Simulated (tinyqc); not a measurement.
Polar nitride quantum well with polarisation fields, step by step. Values are carried at full precision from step to step, so a last printed digit may differ when a step is redone from the rounded ones.

Growth along [0001]. e_par = (a_sub - a)/a, Ppz = 2 e_par (e31 - e33 C13/C33), P = Psp + Ppz in each layer; strain relaxation and the strain shift of the gaps are left out, although thick layers with more than about 1 % mismatch would relax.

Constants: hbar^2/2m0 = 3.80998211 eV angstrom^2; hc = 1239.841984 eV nm.

Inputs chosen for the exercise (near those of a GaN well in AlN; not measured data): a_w = 3.189 angstrom (lattice constant a, well); a_b = 3.112 angstrom (lattice constant a, barrier); a_sub = 3.189 angstrom (in-plane lattice constant of the stack); Psp_w = -0.033 C/m^2 (spontaneous polarisation); Psp_b = -0.0886 C/m^2 (spontaneous polarisation); e31_w = -0.328 C/m^2; e31_b = -0.548 C/m^2; e33_w = 0.69 C/m^2; e33_b = 1.56 C/m^2; C_w = 0.268 (C13/C33); C_b = 0.286 (C13/C33); Lw = 14 angstrom (well width); Lb = 70 angstrom (barrier width); eps_w = 10.5 (dielectric constant); eps_b = 10.1 (dielectric constant); Eg = 3.44 eV (gap of the well); Vc = 1.85 eV (conduction offset); Vv = 0.87 eV (valence offset); me = 0.2 m0 (electron, well); meb = 0.32 m0 (electron, barrier); mh = 1.51 m0 (hole, everywhere).

## Strain and polarisation

Give strain and polarisation of well and barrier; the bound sheet charge is |P_w - P_b|/e with e = 1.602176634e-19 C.

Layers:
```
layer      e_par  Ppz (C/m^2)  P (C/m^2)
well     0.00000      0.00000   -0.03300
barrier  0.02474     -0.04920   -0.13780
```

sheet charge = 6.541 x 1e13/cm^2

Of P_w - P_b = +0.1048 C/m^2 the piezoelectric part gives +0.0492 and the spontaneous part +0.0556.

## Built-in fields

In a periodic stack without free charge the potential drop over a period vanishes: F_w = (P_b - P_w) Lb/(eps0 (eps_w Lb + eps_b Lw)), F_b = -F_w Lw/Lb, eps0 = 8.8541878e-12 F/m; 1 MV/cm = 1e8 V/m = 0.01 V/angstrom.

Give both fields and the drop |F_w| Lw across the well.

F_w = -9.454 MV/cm
F_b = 1.891 MV/cm
drop = 1.323 eV

## Levels with and without the field

Envelope functions on cells of 0.25 angstrom over barrier, well, barrier (widths Lb, Lw, Lb), psi = 0 beyond, psi'/m continuous (mean mass between points), c = hbar^2/2m0. With u(z) the integral of e F (F_w in the well, F_b = -F_w Lw/Lb in the barriers, 1 MV/cm = 0.01 V/angstrom), zero at the centre of the well, the electron sees u plus Vc in the barriers and the hole -u plus Vv. The transition is Eg + E_e + E_h; excitons are left out.

Ground states of electron and hole, their centres, the squared overlap, the transition and its wavelength hc/E.

Results:
```
case            E_e (eV)  E_h (eV)  <z>_e  <z>_h  overlap^2  E (eV)     nm
no field          0.3849    0.0816    0.0    0.0      0.967  3.9065  317.4
built-in field    0.2757   -0.1769    2.4   -4.4      0.303  3.5388  350.4
```

The field shifts the line by -368 meV, pulls the carriers 6.9 angstrom apart and, with the rate proportional to overlap^2, lengthens the radiative lifetime by a factor 3.19.

## Estimate from two triangular wells

For a strong field: E = Eg - |e F_w| Lw + a0 (c (e F_w)^2)^(1/3) (me^(-1/3) + mh^(-1/3)), a0 = 2.338107, hard walls, c = hbar^2/2m0, 1 MV/cm = 0.01 V/angstrom.

electron term = 1.2959 eV
hole term = 0.6606 eV
E = 4.0729 eV

Both terms lie below the drop across the well, but the estimate also takes the near wall as infinitely high. Against the grid result 3.5388 eV the estimate errs by +534 meV: +358 from the electron and +176 from the hole, since hard walls stand in for offsets of 1.85 and 0.87 eV into which the carriers leak.

## Checks

- Electron level without field against the matching condition of the square well, eV: both 0.385.

Run: tinyqc, `OMP_NUM_THREADS=1 python tinyqc.py 1252228 1252229 out.jsonl`; Intel(R) Xeon(R) Processor @ 2.30GHz, one thread, shared host; about 0.06 s of CPU time with all checks.
